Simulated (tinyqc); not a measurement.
One-dimensional ballistic tunnel FET, two-band WKB: effect of the band gap with the mass tied to it.

A p-type source for x < 0 with its Fermi level at 0 and its valence edge at ds; in the channel the bands fall as D exp(-x/lam) towards their flat values, with the conduction edge at Ec = ds - dP and D = dP + Eg. The gate moves dP one to one. The drain Fermi level lies at -Vd and the drain side reflects nothing. For w = E - Ec between 0 and dP an electron crosses the gap. Two-band dispersion with equal masses m: inside the gap kappa = sqrt(m u (1 - u/Eg)/C), u the distance from a band edge, C = hbar^2/(2 m0).

The mass follows the gap, m = 0.08 Eg/1.36 eV. S(w) = 2 lam int_0^Eg kappa(u) du/(w + Eg - u) = 2 pi lam sqrt(m/(C Eg)) [w + Eg/2 - sqrt(w (w + Eg))], T(w) = exp(-S). I = g (2 q^2/h) int_0^dP T(w) [f(E) - f(E + Vd)] dw, E = ds - dP + w, f(x) = 1/(1 + exp(x/Vt)). Swing = d(dP)/d(log10 I).

Parameters, values chosen for the exercise; band and dielectric values close to those of indium phosphide: temperature T = 200 K; screening length of the source junction lam = 5 nm; source valence edge above the source Fermi level ds = 0.13 eV; drain bias Vd = 0.2 V; number of degenerate subbands (spin apart) g = 2; tunnelling window Ev(source) - Ec(channel) dP = 0.3 eV.

Constants: q = 1.602176634e-19 C, kB = 1.380649e-23 J/K, hbar = 1.054571817e-34 J s, h = 6.62607015e-34 J s, m0 = 9.1093837015e-31 kg, Vt = kB T/q, hbar^2/(2 m0) = 0.0380998212 eV nm^2. Results are converted to the units shown.

Effect of the band gap with the mass tied to it:

| Eg (eV) | T(w = dP) | I (uA) | swing (mV/decade) |
|---|---|---|---|
| 0.2 | 0.6091 | 7.902 | 259.6 |
| 0.37 | 0.2390 | 1.640 | 188.2 |
| 0.54 | 0.07033 | 0.2758 | 150.0 |
| 0.71 | 0.01689 | 0.04045 | 126.2 |
| 0.89 | 0.003157 | 0.004751 | 109.1 |
| 1.06 | 5.724e-4 | 5.804e-4 | 97.47 |
| 1.23 | 9.410e-5 | 6.661e-5 | 88.60 |
| 1.4 | 1.425e-5 | 7.256e-6 | 81.60 |

T(w = dP) falls from 0.609 to 1.43e-5 and I falls from 7.90 to 7.26e-6 uA; the swing falls from 260 to 81.6 mV/decade. With m/Eg fixed, S depends on the gap only through w + Eg/2 - sqrt(w (w + Eg)). For Eg = 0.2, 0.37 S at w = dP is below 2, where a WKB prefactor of 1 is a rough guess.

Numbers from tinyqc (`OMP_NUM_THREADS=1 python tinyqc.py 2620071 2620072 out.jsonl`; about 0.01 s on one thread of a shared Intel Xeon 2.30GHz).
